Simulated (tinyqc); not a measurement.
Photoconductance decay in a wafer: bulk and surface recombination modes, and iron detection by pair splitting: one step, computed by the program tinyqc. Command: `OMP_NUM_THREADS=1 python tinyqc.py 3112953 3112954 out.jsonl pcd walk`. One thread of a shared host (Intel(R) Xeon(R) Processor @ 2.30GHz), about 0.01 s of CPU time with the checks.

Both faces of the wafer have the same S; injection is low and all coefficients are constant. x runs from -W/2 to W/2.

Question. Decay rates of the even modes. Even modes cos(a x) obey b tan b = S W/(2 D) with b = a W/2, odd modes sin(a x) obey -b cot b = S W/(2 D); each decays at the rate 1/tau_b + D a^2.

Inputs (values chosen for the exercise, modelled on p-type silicon):
```
quantity                          value         unit
thickness W                         525   micrometre
diffusivity D                      27.6       cm^2/s
bulk lifetime tau_b without iron     55  microsecond
surface recombination velocity S     16         cm/s
```

Give: the table «The first four even modes: b, surface rate and decay time» with the columns b_n, surface rate D a^2 (1/s), decay time (microsecond), for n = 0, 1, 2, 3.

Answer.

The first four even modes: b, surface rate and decay time:
```
n    b_n  surface rate D a^2 (1/s)  decay time (microsecond)
0  0.123                 6.064e+02                     53.22
1  3.146                 3.965e+05                      2.41
2  6.286                 1.583e+06                      0.62
3  9.426                 3.559e+06                      0.28
```
